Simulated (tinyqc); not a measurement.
Schottky emission and Poole-Frenkel conduction in an insulator, and how to tell them apart: activation energy against field.

Schottky emission (electrode-limited): J = As T^2 exp[-(pb - b sqrt(F))/Vt], b = sqrt(q/(4 pi eps0 ei)). Poole-Frenkel emission (bulk-limited): J = s0 F exp[-(pt - 2 b sqrt(F))/Vt]. F in V/cm.

The activation energy is -d ln J/d(q/kB T) at fixed F.

Inputs (values chosen for the exercise); dielectric values close to those of silicon nitride:
- T = 300 K (temperature)
- ei = 4.18 (high-frequency relative permittivity)
- pt = 1.07 eV (trap depth)
- s0 = 4.2 S/cm (Poole-Frenkel prefactor)
- pb = 1.57 eV (electrode barrier)
- As = 42 A/(cm^2 K^2) (Richardson constant)

Constants: q = 1.602176634e-19 C, kB = 1.380649e-23 J/K, Vt = kB T/q, eps0 = 8.8541878128e-14 F/cm where lengths are in cm. Results are converted to the units shown.

Result of one run:
```
sqrt(F) ((V/cm)^0.5)  J, Schottky (A/cm^2)  its Ea (eV)  J, Poole-Frenkel (A/cm^2)  its Ea (eV)
1196                             8.536e-17        1.400                   1.822e-4       0.6261
```

Which field F gave this result: 1.43, 2.04, 3.27 or 3.89 MV/cm?

F = 1.43 MV/cm.

The whole series:
```
F (MV/cm)  sqrt(F) ((V/cm)^0.5)  J, Schottky (A/cm^2)  its Ea (eV)  J, Poole-Frenkel (A/cm^2)  its Ea (eV)
0.2                       447.2             3.954e-19        1.539                  5.469e-10       0.9040
0.81                      900.0             1.021e-17        1.455                   1.476e-6       0.7359
1.43                       1196             8.536e-17        1.400                   1.822e-4       0.6261
2.04                       1428             4.530e-16        1.357                   0.007320       0.5398
2.66                       1631             1.941e-15        1.319                     0.1752       0.4646
3.27                       1808             6.934e-15        1.286                      2.750       0.3987
3.89                       1972             2.251e-14        1.256                      34.46       0.3379
4.5                        2121             6.561e-14        1.228                      338.7       0.2825
```

Both activation energies fall linearly in sqrt(F), the Poole-Frenkel one twice as fast (0.904 to 0.283 eV against 1.54 to 1.23 eV). They extrapolate to pt = 1.07 eV and to pb + 2 kB T = 1.62 eV, the 2 kB T coming from the T^2. The Schottky current is the smaller one in every row. For F = 2.04, 2.66, 3.27, 3.89, 4.5 a Fowler-Nordheim estimate for tunnelling through pb with a mass of 0.4 m0 exceeds the Schottky current, so tunnelling, left out here, would compete.

Program tinyqc, `OMP_NUM_THREADS=1 python tinyqc.py 2370075 2370076 out.jsonl`; Intel Xeon 2.30GHz, shared host, one thread, about 0.01 s.
